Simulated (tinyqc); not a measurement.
Inside a calculation: carrier statistics of a doped semiconductor with parabolic bands. Values are carried at full precision from step to step, so a last printed digit may differ when a step is redone from the rounded ones.

Constants: kB = 8.617333262e-05 eV/K; hbar^2/2m0 = 3.80998211 eV angstrom^2.

Inputs chosen for the exercise (near those of Ge; shifted at random, so the results belong to these values and not to a real crystal): Eg0 = 0.7308 eV (gap at 0 K); al = 0.000499 eV/K (Varshni alpha); be = 244 K (Varshni beta); T = 300 K; ml = 1.5 m0 (longitudinal electron mass); mt = 0.0784 m0 (transverse electron mass); Mv = 4 (equivalent valleys); mhh = 0.332 m0 (heavy-hole mass); mlh = 0.045 m0 (light-hole mass); ND = 1.2e+15 1/cm^3 (donors); NA = 2.7e+16 1/cm^3 (acceptors); ED = 0.012 eV (donor level below Ec); EA = 0.0116 eV (acceptor level above Ev).

## Gap and thermal energy

Eg(T) = Eg0 - al T^2/(T + be) (Varshni).

Eg = 0.64824 eV
kT = 0.025852 eV

The gap has shrunk by 82.6 meV from 0 K and is 25.1 kT wide.

## Effective densities of states

m_de = Mv^(2/3) (ml mt^2)^(1/3); m_dh = (mhh^(3/2) + mlh^(3/2))^(2/3); N = 2 (m kB T/(4 pi c))^(3/2) with c = hbar^2/2m0, in 1/angstrom^3; times 1e24 for 1/cm^3.

m_de = 0.5284 m0
m_dh = 0.3430 m0
Nc = 9.6382e+18 1/cm^3
Nv = 5.0400e+18 1/cm^3

The light holes supply 4.8 % of Nv, and Nc/Nv = 1.91.

## Intrinsic density and level

With Boltzmann statistics ni = sqrt(Nc Nv) exp(-Eg/2kT) and Ei = Eg/2 + (kT/2) ln(Nv/Nc), counted from Ev.

ni = 2.50e+13 1/cm^3
Ei = 0.3157 eV

Ei lies 8.4 meV below midgap, towards the band with the smaller density of states.

## Neutrality by bisection

Energies are counted from Ev, so Ec = Eg. n = Nc F_1/2((EF - Eg)/kT), p = Nv F_1/2(-EF/kT), ND+ = ND/(1 + 2 exp((EF - Eg + ED)/kT)), NA- = NA/(1 + 4 exp((EA - EF)/kT)); neutrality asks p + ND+ = n + NA-. F_j(eta) = (1/Gamma(j + 1)) integral_0^infinity x^j dx/(1 + exp(x - eta)), which tends to exp(eta) for eta << 0.

Start from the bracket [-0.2 eV, Eg + 0.2 eV]; at the midpoint EF take the sign of p + ND+ - n - NA-; where it is positive EF must rise. Fourteen steps are shown.

Bisection (eV, 1/cm^3):
```
step       low     high       EF         n         p       ND+       NA-  sign
1     -0.20000  0.84824  0.32412  3.46e+13  1.81e+13  1.20e+15  2.70e+16     -
2     -0.20000  0.32412  0.06206  1.37e+09  4.43e+17  1.20e+15  1.72e+16     +
3      0.06206  0.32412  0.19309  2.18e+11  2.87e+15  1.20e+15  2.69e+16     -
4      0.06206  0.19309  0.12758  1.73e+10  3.62e+16  1.20e+15  2.58e+16     +
5      0.12758  0.19309  0.16033  6.13e+10  1.02e+16  1.20e+15  2.67e+16     -
6      0.12758  0.16033  0.14396  3.25e+10  1.92e+16  1.20e+15  2.64e+16     -
7      0.12758  0.14396  0.13577  2.37e+10  2.64e+16  1.20e+15  2.61e+16     +
8      0.13577  0.14396  0.13986  2.78e+10  2.25e+16  1.20e+15  2.63e+16     -
9      0.13577  0.13986  0.13781  2.57e+10  2.44e+16  1.20e+15  2.62e+16     -
10     0.13577  0.13781  0.13679  2.47e+10  2.53e+16  1.20e+15  2.62e+16     +
11     0.13679  0.13781  0.13730  2.51e+10  2.48e+16  1.20e+15  2.62e+16     -
12     0.13679  0.13730  0.13705  2.49e+10  2.51e+16  1.20e+15  2.62e+16     +
13     0.13705  0.13730  0.13717  2.50e+10  2.50e+16  1.20e+15  2.62e+16     -
14     0.13705  0.13717  0.13711  2.50e+10  2.50e+16  1.20e+15  2.62e+16     +
```

Each step halves the bracket, which is 0.128 meV wide at the last row.

## The neutral state

Solve the neutrality condition for EF to convergence.

EF = 0.1371 eV
n = 2.50e+10 1/cm^3
p = 2.50e+16 1/cm^3
ND+ = 1.20e+15 1/cm^3
NA- = 2.62e+16 1/cm^3

The material is p-type; 97.0 % of the acceptors are ionised. EF lies 5.31 kT inside the gap from the valence edge, so Boltzmann statistics would serve; n p/(Nc Nv exp(-Eg/kT)) = 0.998.

## Checks

- F_1/2(1) by the trapezoid rule against adaptive quadrature: both 1.575641.
- Positive against negative charge at the solution (1/cm^3): both 2.61853e+16.

Run: tinyqc, `OMP_NUM_THREADS=1 python tinyqc.py 1680731 1680732 out.jsonl`; Intel(R) Xeon(R) Processor @ 2.30GHz, one thread, shared host; about 0.01 s of CPU time with all checks.
